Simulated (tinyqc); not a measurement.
Haynes-Shockley experiment: drift, diffusion and decay of a minority-carrier pulse: one step, computed by the program tinyqc.

A thin sheet of excess carriers is made at x = 0, t = 0 in a long uniform bar; injection is low, so the pulse moves with the minority mobility.

Problem. Two distances. dn(x, t) = N0/sqrt(4 pi D t) exp(-(x - v t)^2/(4 D t) - t/tau). At fixed x the signal peaks where d ln(dn)/dt = 0: a t^2 + t/2 - x^2/(4 D) = 0 with a = v^2/(4 D) + 1/tau. Differences remove part of the bias: mu = (d2 - d)/(F (t_p2 - t_p)). The time-integrated signal is A(x) = (N0/u) exp(x (v - u)/(2 D)), u = sqrt(v^2 + 4 D/tau); the simple lifetime is tau = (t_p2 - t_p)/ln(A(d)/A(d2)).

Inputs (values chosen for the exercise, modelled on electrons in p-type germanium in a lightly doped bar):

| quantity | value | unit |
|---|---|---|
| lifetime tau | 370 | microsecond |
| temperature T | 300 | K |
| field F | 7.6 | V/cm |
| distance d to the collector | 0.47 | cm |
| second distance d2 | 0.81 | cm |

drift velocity v = 31768 cm/s

D = 108.0614 cm^2/s

time of the peak t_p = 14.67964 microsecond

Give: t_p2; mobility from two distances; area ratio A(d)/A(d2); lifetime from areas.

Solution.

t_p2 = 25.4 microsecond

mobility from two distances = 4182 cm^2/(V s)

area ratio A(d)/A(d2) = 1.03

lifetime from areas = 370 microsecond
